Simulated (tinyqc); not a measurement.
## Retention against temperature

Retention: filled traps are spread evenly in depth from E1 to E2, and each empties at the rate nu exp(-E/kB T). The share left is the mean of exp(-nu t exp(-E/kB T)) = [kB T/(E2 - E1)] [E1x(nu t exp(-E2/kB T)) - E1x(nu t exp(-E1/kB T))], E1x the exponential integral; traps shallower than about Ed = kB T ln(nu t) are empty. t = 3.15576e8 s; the last column is the bake time at 523 K with the same Ed.

Inputs (values chosen for the exercise): shallowest trap depth E1 = 1.06 eV; deepest trap depth E2 = 2.07 eV; attempt frequency nu = 1e12 1/s.

Constants: q = 1.602176634e-19 C, kB = 1.380649e-23 J/K, Vt = kB T/q. Results are converted to the units shown.

Results:
```
T (K)  Ed (eV)  share left  equivalent bake at 523 K (s)
300     1.2202     0.82657                       0.57355
328     1.3341     0.71243                        7.1785
358     1.4562     0.59014                        107.62
378     1.5375     0.50861                        654.33
423     1.7205     0.32517                         37982
448     1.8222     0.22332                      3.6263e5
```

Estimate the missing row, T = 398 K.

Computed row:
```
T (K)  Ed (eV)  share left  equivalent bake at 523 K (s)
398     1.6188     0.42708                        3978.3
```

With this row back in the table: The share left falls from 0.827 to 0.223. Apart from the width of the edge only the product T ln(nu t) counts, so ten years at 358 K equal 108 s at 523 K; no single activation energy describes the loss, since Ed itself moves.

Program tinyqc, `OMP_NUM_THREADS=1 python tinyqc.py 2130028 2130029 out.jsonl`; Intel Xeon 2.30GHz, shared host, one thread, about 0.03 s.
